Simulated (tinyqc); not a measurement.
# Model parameters from four stresses

Question. The threshold shift of a transistor under bias-temperature stress follows dV = A (V/V0)^g exp[-(Ea q/kB)(1/T - 1/T0)] (t/1 s)^n. Find n, A, g and Ea.

Parameters, values chosen for the exercise: reference stress voltage V0 = 1.7 V; reference temperature T0 = 398 K.

Constants: q = 1.602176634e-19 C, kB = 1.380649e-23 J/K. Results are converted to the units shown.

dV at (V0, T0, 10 s), (V0, T0, 1000 s), (1.4 V, T0, 1000 s) and (V0, 423 K, 1000 s) (mV): 34.058012  89.581699  33.932423  120.07307

Solution. Each pair differs in one condition, and the logarithm of its ratio gives one exponent.

n = 0.210
A = 21.0 mV
g = 5.00
Ea = 0.170 eV

Computed by the program tinyqc: `OMP_NUM_THREADS=1 python tinyqc.py 2070088 2070089 out.jsonl`, one thread of a shared Intel Xeon 2.30GHz, about 0.01 s for the whole run.
